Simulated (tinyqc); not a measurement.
The integration grid: Kohn-Sham TPSS on finer and finer grids in the sto-3g basis, for BeH, spin multiplicity 2. Computed by the program tinyqc with PySCF. 

Geometry (angstrom):

| atom | x | y | z |
|---|---|---|---|
| Be | 0.0000 | 0.0000 | 0.0000 |
| H | 0.0000 | 0.0000 | 1.3200 |

Self-consistent on each grid; the net force on the molecule should vanish.

Kohn-Sham energy on Becke grids (radial x angular points per atom):

| grid | points | residual of the electron count | E (hartree) | E - finest (mhartree) | largest net force without grid terms (hartree/bohr) |
|---|---|---|---|---|---|
| 10 x 14 | 274 | 2.28e-02 | -15.077651 | -25.076441 | 2.78e-02 |
| 15 x 26 | 771 | -1.02e-04 | -15.044442 | 8.132466 | 5.33e-03 |
| 20 x 50 | 1988 | -1.03e-03 | -15.052792 | -0.217496 | 3.75e-03 |
| 30 x 86 | 5142 | -3.12e-04 | -15.052496 | 0.078822 | 6.40e-04 |
| 50 x 194 | 19369 | 2.50e-07 | -15.052573 | 0.001894 | 6.79e-06 |
| 75 x 302 | 45231 | -8.52e-08 | -15.052575 | -0.000250 | 6.57e-07 |
| 120 x 590 | 141436 | -7.56e-10 | -15.052574 | 0.000000 | 7.13e-07 |

The energy is within 0.1 mhartree of the finest grid first at 30 x 86. The error has both signs, since quadrature is not variational. The electron count and the net force are cheap signs of a poor grid.
